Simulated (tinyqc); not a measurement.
Inside a calculation. Model: MOSFET in the linear regime without short-channel effects, parameter extraction from computed curves.

Program tinyqc, `OMP_NUM_THREADS=1 python tinyqc.py 2210099 2210100 out.jsonl`; Intel Xeon 2.30GHz, shared host, one thread, about 0.01 s. Printed values are rounded.

Inversion charge Q = Cox n Vt W0(exp((Vg - VT)/(n Vt))), W0 the Lambert function and n = nf; u = Q/Cox; mobility mu = mu0/(1 + th1 u + th2 u^2); channel resistance Rch = (L - dL)/(W mu Q); Id = Vd/(Rch + Rsd/W). Cox = eps0 eox/tox. Small Vd, no channel-length or drain effects.

Parameters, values chosen for the exercise; channel values of the order met in silicon transistors: temperature T = 300 K; relative permittivity of the gate insulator (close to silicon dioxide) eox = 3.9; insulator thickness tox = 1.4 nm; low-field mobility mu0 = 88 cm^2/(V s); first mobility attenuation factor th1 = 0.42 1/V; second mobility attenuation factor th2 = 0 1/V^2; threshold voltage VT = 0.29 V; body factor nf = 1.13; gate width W = 1 um; drawn gate length L = 1 um; drawn less effective length dL = 0.012 um; source plus drain resistance Rsd = 170 ohm um; drain voltage Vd = 0.05 V.

Constants: q = 1.602176634e-19 C, kB = 1.380649e-23 J/K, Vt = kB T/q, eps0 = 8.8541878128e-14 F/cm where lengths are in cm. Results are converted to the units shown.

## Transfer curve

Vg, point 0 to 9 (V): [-0.01, 0.14, 0.29, 0.44, 0.59, 0.74, 0.89, 1.04, 1.19, 1.34]

u, mu, Rch and Id as defined.

```
point       u (V)  mu (cm^2/(V s))  Rch (ohm)     Id (uA)
0      1.01292e-6          88.0000  4.49379e9  1.11265e-5
1      1.71017e-4          87.9937  2.66183e7  0.00187839
2       0.0165678          87.3919  2.76653e5    0.180621
3        0.111003          84.0801    42918.6     1.16040
4        0.238643          79.9833    20985.7     2.36342
5        0.375408          76.0147    14036.9     3.51942
6        0.516109          72.3229    10731.3     4.58659
7        0.658971          68.9240    8819.31     5.56216
8        0.803189          65.8023    7579.01     6.45243
9        0.948337          62.9335    6711.62     7.26573
```

## Threshold and mobility at the peak transconductance

gm_i = (Id_(i+1) - Id_(i-1))/(Vg_(i+1) - Vg_(i-1)); at the point j of largest gm the tangent meets the axis at V_ext = Vg_j - Id_j/gm_j; field-effect mobility gm_j L/(W Cox Vd) with the drawn L.

gm, point 1 to 8 (uS): [0.602033, 3.86174, 7.27601, 7.86340, 7.41055, 6.80914, 6.21948, 5.67857]
j = 4
V_ext = 0.289440 V
field-effect mobility = 63.7610 cm^2/(V s)

V_ext is 0.56 mV below the model VT, and the mobility so found is 28 % below mu0 L/(L - dL) = 89.1 cm^2/(V s), the value for the drawn L; attenuation, series resistance and the slow approach of Q to a straight line all lower the peak gm.

## The Y function

Y_i = Id_i/sqrt(gm_i). For Id = beta Vd x/(1 + th x), x = Vg - VT, Y = sqrt(beta Vd) x whatever th. Slope s from points 5 and 8; VT_Y = Vg - Y/s at point 8; beta = s^2/Vd; mobility beta L/(W Cox) with the drawn L; th* = (beta Vd x/Id - 1)/x at point 8.

Y, point 1 to 8 (uA^0.5 V^0.5): [0.00242090, 0.0919130, 0.430191, 0.842823, 1.29284, 1.75770, 2.23032, 2.70772]
s = 3.14417 uA^0.5 V^-0.5
VT_Y = 0.328813 V
beta = 197.717 uA/V^2
mobility from Y = 80.1600 cm^2/(V s)
th* = 0.370921 1/V

The mobility from Y is 10 % below mu0 L/(L - dL) = 89.1 cm^2/(V s), which it should reach in deep inversion when th2 = 0. th* compares with th1 + mu0 Cox Rsd/(L - dL) = 0.457 1/V, since series resistance enters like th1. The match is poor here: at these overdrives Q is not yet a straight line in Vg.
